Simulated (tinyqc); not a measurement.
Surface segregation during layer-by-layer epitaxy: two-layer exchange kinetics and the shape of quantum wells and delta layers. Changing the layers in the well N. Computed by tinyqc, a small Python program. Command: `OMP_NUM_THREADS=1 python tinyqc.py 3028288 3028289 out.jsonl mbeseg sweep`. One thread of a shared host (Intel(R) Xeon(R) Processor @ 2.30GHz), about 0.03 s of CPU time with the checks.

Atoms A and B exchange only between the growing layer and the one below it. B is supplied for N layers, then pure A follows.

Inputs (values chosen for the exercise, close to those used for indium in GaAs):
```
quantity,value,unit
barrier E1 for B to move up,1.73,eV
segregation energy E_s,0.19,eV
attempt frequency nu,1,THz
growth rate G,0.38,layers/s
share x0 of B in the flux during the well,0.28,-
layer thickness,2.83,angstrom
temperature T,500,C
```

Constants: k_B = 8.617333262e-05 eV/K.

Method:
- p1 = nu exp(-E1/(k_B T)) (B up, A down), p2 = nu exp(-(E1 + E_s)/(k_B T)) (B down); time per layer tau = 1/G; K = p1/p2.
- Temperatures in kelvin are T(C) + 273.15.
- Dilute equilibrium share passed up per layer R_eq = K/(1 + K).
- Each layer is deposited complete with B share x_dep and then exchanges for the time tau = 1/G with the layer below, whose share is b (total c = s + b fixed): ds/dt = p1 b (1 - s) - p2 s (1 - b), s(0) = x_dep. With the roots s1 < s2 of the right side, (s - s1)/(s - s2) = [(s(0) - s1)/(s(0) - s2)] exp(-(p1 - p2)(s2 - s1) tau). The lower layer is then buried with c - s, and s becomes the b of the next layer.
- In the dilute tail each layer passes up the share R = R_eq (1 - exp(-(p1 + p2) tau)); decay length = -layer thickness/ln R.
- Index 0 is the last layer of pure A below the well. Share of B outside the intended layers 1..N = 1 - (sum over 1..N)/(N x0).

One run for each value:
```
layers in the well N,peak share (largest buried share),share of B outside the well
1,0.0199,0.9353
2,0.0522,0.8281
3,0.1030,0.7243
4,0.1680,0.6170
6,0.2566,0.4429
8,0.2767,0.3356
12,0.2799,0.2241
16,0.2800,0.1681
24,0.2800,0.1120
```

Over the rows, peak share (largest buried share) rises from 0.0199 to 0.280; share of B outside the well falls from 0.935 to 0.112 (exponent d ln y / d ln x -0.18 between the first rows and -1.00 between the last). In the dilute limit the share approaches x0 roughly as 1 - R^n.

Caution (all rows): two-layer exchange with complete layers is a simplification that can understate segregation at low temperature; desorption, step-edge exchange and surfactants are left out. Caution (rows 3, 4, 6, 8, 12, 16, 24): the floating layer fills towards saturation, so the dilute decay length holds only far out in the tail.

Extremes, crossings and ranges named in words are read from the listed rows.
